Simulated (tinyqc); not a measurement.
Undoped symmetric double-gate MOSFET, analytic potential model: course of the iteration: beta at the source by Newton steps.

An undoped body of thickness ts between two equal insulators and tied gates; long channel, electrons only, n = ni exp((psi - V)/Vt) with V the quasi-Fermi potential (0 at the source, Vd at the drain), constant mobility, no quantisation. Across the body psi(x) = V - 2 Vt ln[(ts/(2 beta)) sqrt(q ni/(2 eps0 eps_r Vt)) cos(2 beta x/ts)], x from the centre. Q is the electron charge per area of the whole body.

With V = 0: f = ln(beta) - ln(cos beta) + 2 r beta tan(beta) - (Vg - V0)/(2 Vt); f' = 1/beta + tan(beta) + 2 r [tan(beta) + beta/cos^2(beta)]; beta(new) = beta - f/f'.

Stop when beta changes by less than 1e-11, or after 40 iterations. beta must stay between 0 and pi/2.

Inputs (values chosen for the exercise):
- T = 400 K (temperature)
- Vg = 1.15 V (gate voltage)

Constants: q = 1.602176634e-19 C, kB = 1.380649e-23 J/K, Vt = kB T/q. Results are converted to the units shown.

beta at the start = 1.5
r = 1.07886
V0 = 0.513910 V

Course of the iteration:
```
iteration     beta  |change|
1          1.44297    0.0570
2          1.36262    0.0804
3          1.28479    0.0778
4          1.24776    0.0370
5          1.24277   4.99e-3
6          1.24270   7.22e-5
7          1.24270   1.47e-8
8          1.24270   < 1e-14
```

Did this iteration meet its convergence test, and what does its course show?

Yes. Converged in 8 iterations. At the end the number of correct digits about doubles with each step.

Range of the model: The surface density at the source passes 0.3 Nc, where Boltzmann statistics fail.

Numbers from tinyqc (`OMP_NUM_THREADS=1 python tinyqc.py 2440012 2440013 out.jsonl`; about 0.02 s on one thread of a shared Intel Xeon 2.30GHz).
